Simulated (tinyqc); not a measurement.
Effective work function and flat-band voltage of a metal/high-k/SiO2/Si stack with a dipole layer: one step. The dipole density for a target.

Constants: e^2/(4 pi eps0) = 14.39964547 eV angstrom.

Values chosen for the exercise (a stack on Si capped with a magnesium-like oxide; not measured data):
```
symbol  value  unit      meaning
Wt      4.11   eV        target work function
WM      4.72   eV        work function of the metal on the high-k layer
qd      0.39   e         charge of a dipole
dd      1.2    angstrom  its length
ed      7.3              dielectric constant in the dipole layer
```

shifts from the two charges (V): [0.008354, -0.009192]

Problem. Nd = (Wt - WM - shifts) ed/(4 pi e2 qd dd); compare with a monolayer of about 7e14 sites per cm^2.

Give: step needed; Nd; share of a monolayer.

Solution.

step needed = -0.6092 eV
Nd = -5.25e+14 cm^-2
share of a monolayer = 75.0 %

The sign suits this cap; at this coverage dipoles depolarise each other, and the linear law overstates the step.

Computed by tinyqc, a small Python program: `OMP_NUM_THREADS=1 python tinyqc.py 1850546 1850547 out.jsonl` (the numbers bound the seed that draws the inputs); one thread of a shared host (Intel(R) Xeon(R) Processor @ 2.30GHz), about 0.01 s for the whole set of steps.
